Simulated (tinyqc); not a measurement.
Free and trapped electrons in a MOS channel with a dense trap tail: one step of the calculation.

p-type body, charge-sheet picture, full ionisation (an idealisation for deep acceptors), Boltzmann statistics for free electrons. e = Ec - EF at the surface. Acceptor-like traps of density D(E) = D0 + De exp(-E/Ew) at depth E below Ec, from 0 to Eu, hold n_t = integral of D(E)/(1 + exp((e - E)/Vt)). psi = Eg - Vt ln(Nv/Na) - e; N_dep = sqrt(2 eps0 eps_r Na (psi - Vt)/q); n_f = sqrt(N_dep^2 + 2 eps0 eps_r Vt Nc exp(-e/Vt)/q) - N_dep; Vg = Vfb + psi + q (N_dep + n_t + n_f)/Cox, Cox = eps0 eox/tox.

Problem. Trapped charge. Trapezoid rule on 15 equal steps from 0 to Eu, f = 1/(1 + exp((e - E)/Vt)).

Values chosen for this exercise; band and dielectric values close to those of gallium nitride: temperature T = 475 K; constant background density of acceptor-like traps D0 = 2.4e11 cm^-2 eV^-1; density of the tail at the conduction edge De = 6.6e13 cm^-2 eV^-1; decay energy of the tail Ew = 0.08 eV; depth below Ec down to which the traps reach Eu = 0.9 eV; Ec - EF at the surface e = 0.181 eV.

Constants: q = 1.602176634e-19 C, kB = 1.380649e-23 J/K, Vt = kB T/q. Results are converted to the units shown.

Give: E; D(E) f; n_t.

Solution.

```
point   E (eV)  D(E) f (cm^-2 eV^-1)
0            0              7.862e11
1      0.06000              1.554e12
2       0.1200              2.752e12
3       0.1800              3.554e12
4       0.2400              2.851e12
5       0.3000              1.699e12
6       0.3600              9.611e11
7       0.4200              5.846e11
8       0.4800              4.033e11
9       0.5400              3.172e11
10      0.6000              2.765e11
11      0.6600              2.572e11
12      0.7200              2.481e11
13      0.7800              2.438e11
14      0.8400              2.418e11
15      0.9000              2.409e11
```

n_t = 9.875e11 cm^-2

Numbers from tinyqc (`OMP_NUM_THREADS=1 python tinyqc.py 2222079 2222080 out.jsonl`; about 0.02 s on one thread of a shared Intel Xeon 2.30GHz).
